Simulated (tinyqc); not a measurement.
## Thermal resistances of a two-die stack

Question. Heat leaves through the lower die only, and the system is linear. Find the resistance R1 from the lower die to the coolant, R2 between the dies, and the rise of the upper die when both are powered.

Inputs (values chosen for the exercise):
- P1 = 57 W (power of the lower die)
- P2 = 4.2 W (power of the upper die)

rises of the lower and upper die with only the lower one powered (K): 45.6  45.6
rises of the lower and upper die with only the upper one powered (K): 3.36  4.536

Solution. With only the lower die powered no heat crosses R2, so both dies rise by P1 R1; the difference in the second test is P2 R2; rises add.

R1 = 0.8000 K/W
R2 = 0.2800 K/W
rise of the upper die = 50.14 K

Numbers from tinyqc (`OMP_NUM_THREADS=1 python tinyqc.py 2162018 2162019 out.jsonl`; about 0.03 s on one thread of a shared Intel Xeon 2.30GHz).
